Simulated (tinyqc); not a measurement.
From results back to parameters: heavy doping: gap narrowing, degeneracy and the minority density. Three cases, with inputs chosen for the exercise.

Problem. Narrowing at two dopings was computed from hidden E0 and N0, with N0 below Na.

Empirical narrowing (Slotboom form, constants chosen for the exercise; published fits of this form give the apparent narrowing, here it is taken as the true one): dEg = E0 [ln(N/N0) + sqrt(ln(N/N0)^2 + C)].

Find: N0; E0.

Method. The ratio dEg(Nb)/dEg(Na) depends on N0 alone and rises steadily with it; solve for ln N0 by bisection, then E0 from either value.

Case 1.

Values chosen (out of a larger set: gap and densities of states near those of Ge at this temperature; narrowing constants of the size fitted for Si, not for this material; not measured data): C = 0.5 (smoothing constant); Na = 8.5e+17 1/cm^3; Nb = 2.6e+19 1/cm^3.

dEg(Na) = 46.1236 meV
dEg(Nb) = 112.4863 meV

Solution.

N0 = 8.5e+16 1/cm^3
E0 = 9.79 meV

Case 2.

Values chosen (out of a larger set: gap and densities of states near those of Si at this temperature; narrowing constants near the fits for Si; not measured data): C = 0.5 (smoothing constant); Na = 1.5e+18 1/cm^3; Nb = 4.5e+19 1/cm^3.

dEg(Na) = 32.6964 meV
dEg(Nb) = 79.4715 meV

Solution.

N0 = 1.5e+17 1/cm^3
E0 = 6.94 meV

Case 3.

Values chosen (out of a larger set: gap and densities of states near those of Si at this temperature; narrowing constants near the fits for Si; not measured data): C = 0.5 (smoothing constant); Na = 8.3e+17 1/cm^3; Nb = 2.5e+19 1/cm^3.

dEg(Na) = 31.2830 meV
dEg(Nb) = 76.0892 meV

Solution.

N0 = 8.3e+16 1/cm^3
E0 = 6.64 meV

Computed by tinyqc, one run a case: `OMP_NUM_THREADS=1 python tinyqc.py N N+1 out.jsonl` with N = 1680132, 1680165, 1680172; one thread of a shared Intel(R) Xeon(R) Processor @ 2.30GHz, about 0.01 s a run at most.
